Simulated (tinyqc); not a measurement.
Kinetic Monte Carlo and master equation for a particle on a ring of sites with traps and bias: one step, computed by the program tinyqc.

5 sites on a ring, numbered 1 to 5. The saddle between i and i+1 lies at E0 + s b_i and site i at s eps_i; a force F tilts the landscape, with the saddle half-way.

Question. Closed form at zero force. At zero force D0 = a^2 nu exp(-E0/(k_B T)) / [<exp(-s eps/(k_B T))> <exp(s b/(k_B T))>], with means over the ring; Einstein relation v = D0 F/(k_B T); 1 angstrom = 1e-8 cm.

Inputs (values chosen for the exercise, for a model defect):

| quantity | value | unit |
|---|---|---|
| reference barrier E0 | 0.66 | eV |
| scale factor s of the disorder | 1 | - |
| attempt frequency nu | 2.3 | THz |
| temperature T | 510 | K |
| site spacing a | 2.4 | angstrom |
| force F along the ring | 0.015 | eV/angstrom |

Disorder: both.

site energies eps_i (eV): -0.041  0  0  0  0

saddle shifts b_i between sites i and i+1 (eV): 0.0069  0.023  0.054  -0.046  -0.0044

Constants: k_B = 8.617333262e-05 eV/K.

Give: zero-force diffusivity D0; D0 over the value without disorder; Einstein drift.

Answer.

zero-force diffusivity D0 = 2.021e-10 cm^2/s

D0 over the value without disorder = 0.5075

Einstein drift = 0.006897 cm/s
